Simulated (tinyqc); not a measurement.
Out-diffusion of a doped substrate or buried layer into a growing epitaxial film: one step, computed by the program tinyqc. Command: `OMP_NUM_THREADS=1 python tinyqc.py 3017711 3017712 out.jsonl buried walk`. One thread of a shared host (Intel(R) Xeon(R) Processor @ 2.30GHz), about 0.01 s of CPU time with the checks.

x is counted from the original substrate surface into the film, whose surface moves as x = v t. Substrate dopant has one diffusivity; the dopant of the film is taken as uniform.

Task: Scales. D = D0 exp(-E/(k_B T)); growth time t = d/v; l = 2 sqrt(D t); growth number G = v t/l = d/l; 1 um = 1e-4 cm. Temperatures in kelvin are T(C) + 273.15.

Inputs (values chosen for the exercise, modelled on boron in silicon):

| quantity | value | unit |
|---|---|---|
| prefactor D0 | 0.806 | cm^2/s |
| activation energy E | 3.48 | eV |
| growth rate v | 0.81 | um/min |
| film thickness d | 5.4 | um |
| growth temperature T | 950 | C |

Film doping: opposite type.

Constants: k_B = 8.617333262e-05 eV/K.

Give: diffusivity D; growth time t; length l; growth number G.

Result:

diffusivity D = 3.6948e-15 cm^2/s

growth time t = 6.6667 min

length l = 0.024314 um

growth number G = 222.09

The surface outruns diffusion, so the film acts as an infinite medium.
